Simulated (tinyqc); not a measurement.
Inside a calculation. Method: Hubbard chain of 4 sites. One step of it, computed by the program tinyqc.

Task: Mean-field iteration 1. H(up) = T + U n(down), H(down) = T + U n(up); fill the lowest levels; n(new) = n + mixing (n(out) - n); E = tr T (rho up + rho down) + U sum n_up n_down of the output.

one-body matrix (hopping and site energies) (eV), order 1, 2, 3, 4:
$$\begin{pmatrix}
0.000000 & -0.850000 & 0.000000 & 0.000000 \\
-0.850000 & 0.000000 & -0.850000 & 0.000000 \\
0.000000 & -0.850000 & 0.000000 & -0.850000 \\
0.000000 & 0.000000 & -0.850000 & 0.000000
\end{pmatrix}$$

U = 2.400000 eV

electrons, up and down: [1, 1]

mixing = 0.200000

n(up) at the start (a guess, not normalised): 1 0.700000, 2 0.000000, 3 0.700000, 4 0.000000

n(down) at the start (a guess): 1 0.000000, 2 0.700000, 3 0.000000, 4 0.700000

Give: levels, up; levels, down; energy; n(up) after iteration 1; n(down) after iteration 1.

Result:

levels, up (eV): [-0.7716, -0.1507, 1.8307, 2.4516]

levels, down (eV): [-0.7716, -0.1507, 1.8307, 2.4516]

energy = -1.8231 eV

n(up) after iteration 1: 1 0.6020, 2 0.0346, 3 0.6701, 4 0.0132

n(down) after iteration 1: 1 0.0132, 2 0.6701, 3 0.0346, 4 0.6020
